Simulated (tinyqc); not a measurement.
Tunnelling through a gate dielectric, WKB transmission and Tsu-Esaki current: one step of the calculation.

Electrons leave the emitter at x = 0. Energies E (motion across the layers) are in eV from the emitter Fermi level; the collector Fermi level lies at -V and offers states at every E. No charge in the dielectric and no image force: F1 = V/t1, U = phi1 - F1 x. With C = hbar^2/(2 m0), kappa = sqrt(m (U - E)/C) where U > E and 0 elsewhere; T(E) = exp(-S), S = 2 times the integral of kappa over x.

Problem. Current density on a coarse energy grid. Each layer adds (2/F) sqrt(m/C) [G(u at its left edge) - G(u at its right edge)] to S, with u = U - E (0 where negative) and G(u) = (2/3) u^1.5. The slope follows from 1/d = -dS/dE.

J = J0 times the integral of T(E) N(E) dE, N = ln[(1 + exp(-E/Vt))/(1 + exp((-E - V)/Vt))], J0 = q^2 me m0 kB T/(2 pi^2 hbar^3) (times 1e-4 for A/cm^2 per eV), by Simpson's rule on nE equally spaced points from Ea to Eb.

Parameters, values chosen for the exercise; dielectric values close to those of silicon dioxide:

| symbol | value | unit | meaning |
|---|---|---|---|
| T | 300 | K | temperature |
| Ef | 0.15 | eV | Fermi energy of the emitter above its band bottom |
| me | 1 | m0 | emitter mass in the supply function |
| phi1 | 2.96 | eV | barrier of layer 1 above the emitter Fermi level at zero bias |
| m1 | 0.52 | m0 | tunnelling mass of layer 1 |
| t1 | 3.3 | nm | thickness of layer 1 |
| V | 1 | V | voltage across the dielectric |
| Ea | -0.15 | eV | lower end of the energy grid |
| Eb | 0.29 | eV | upper end of the energy grid |
| nE | 15 |  | points of the energy grid |

Constants: q = 1.602176634e-19 C, kB = 1.380649e-23 J/K, hbar = 1.054571817e-34 J s, m0 = 9.1093837015e-31 kg, Vt = kB T/q, hbar^2/(2 m0) = 0.0380998212 eV nm^2. Results are converted to the units shown.

Wanted: E; T(E); N; T(E) N; J0; J.

Solution.

```
point    E (eV)        T(E)          N      T(E) N
0      -0.15000  8.2939e-18     5.8053  4.8148e-17
1      -0.11857  1.0533e-17     4.5967  4.8418e-17
2      -0.08714  1.3397e-17     3.4046  4.5612e-17
3      -0.05571  1.7065e-17     2.2648  3.8649e-17
4      -0.02429  2.1772e-17     1.2693  2.7636e-17
5       0.00714  2.7820e-17    0.56451  1.5705e-17
6       0.03857  3.5606e-17    0.20288  7.2236e-18
7       0.07000  4.5645e-17   0.064559  2.9468e-18
8       0.10143  5.8614e-17   0.019580  1.1477e-18
9       0.13286  7.5396e-17  0.0058456  4.4073e-19
10      0.16429  9.7153e-17  0.0017368  1.6873e-19
11      0.19571  1.2541e-16  5.1527e-4  6.4620e-20
12      0.22714  1.6218e-16  1.5280e-4  2.4782e-20
13      0.25857  2.1013e-16  4.5309e-5  9.5208e-21
14      0.29000  2.7277e-16  1.3434e-5  3.6645e-21
```

J0 = 4.1837e8 A/(cm^2 eV)
J = 2.7906e-9 A/cm^2

The integrand peaks at E = -0.119 eV among these points.

Numbers from tinyqc (`OMP_NUM_THREADS=1 python tinyqc.py 2540021 2540022 out.jsonl`; about 0.02 s on one thread of a shared Intel Xeon 2.30GHz).
